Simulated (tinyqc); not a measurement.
# Permittivity and interface capacitance from two thicknesses

Inverse problem. 1/C = t/(eps0 ek) + 2/ci for planar capacitors that differ only in thickness. Find ek, ci and the EOT of the interfaces, 2 x 3.9 eps0/ci.

Constants: eps0 = 8.8541878128e-14 F/cm where lengths are in cm. Results are converted to the units shown.

C at t = 2.8 and 8.3 nm (uF/cm^2): 6.8103975  2.4120672

Solution. 1/C is a straight line in t: the slope gives ek and the intercept 2/ci. A single thickness would give only the effective permittivity; when the interfaces are a small part of 1/C, ci needs very accurate data.

ek = 23.20
ci = 190.0 uF/cm^2
EOT of the interfaces = 0.03635 nm

Computed by the program tinyqc: `OMP_NUM_THREADS=1 python tinyqc.py 2102006 2102007 out.jsonl`, one thread of a shared Intel Xeon 2.30GHz, about 0.01 s for the whole run.
